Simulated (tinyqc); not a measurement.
Bloch-Grueneisen resistivity of a metal: one step, computed by the program tinyqc.

Electrons scatter from a Debye spectrum of phonons (n = 5 for scattering within one band, n = 3 for scattering into a second, heavy band) and from static defects.

Task: Total resistivity and derived numbers. J_n(y) = int_0^y x^n e^x/(e^x - 1)^2 dx, by 96 Gauss-Legendre points (upper limit at most 60). rho_ph = (n - 1) rho_1 (T/Theta)^n J_n(Theta/T), with rho_1 = 2 pi lambda_tr k_B Theta/(hbar eps_0 w_p^2), the high-temperature line at T = Theta. rho = rho_0 + A T^2 + rho_ph. Temperature coefficient (1/rho) d rho/dT by a central difference of +/- 0.5 K; residual ratio rho(295 K)/rho(4.2 K); scattering time tau = 1/(eps_0 w_p^2 rho); Wiedemann-Franz kappa = L_0 T/rho, L_0 = (pi^2/3)(k_B/e)^2.

Inputs (values chosen for the exercise, modelled on tungsten): exponent n = 5; Debye temperature Theta = 326 K; transport coupling lambda_tr = 0.23; Drude plasma energy hbar w_p = 6.8 eV; residual resistivity rho_0 = 0.16 microohm cm; temperature T = 120 K; coefficient A of T^2 = 7.9 picoohm cm/K^2.

Addition: T^2 term.

Constants: k_B = 1.380649e-23 J/K; hbar = 1.054571817e-34 J s; eps_0 = 8.8541878128e-12 F/m; hbar = 6.582119569e-16 eV s; k_B = 8.617333262e-05 eV/K.

Give: resistivity rho; temperature coefficient; residual resistance ratio; scattering time; Wiedemann-Franz conductivity.

Result:

resistivity rho = 1.911 microohm cm

temperature coefficient = 13.26 1e-3/K

residual resistance ratio = 39.78

scattering time = 55.36 fs

Wiedemann-Franz conductivity = 153.4 W/(m K)

Caution: below about Theta/2 small-angle phonon scattering degrades heat flow more than charge flow, so a thermal conductivity taken from rho by the Wiedemann-Franz law would be too high.
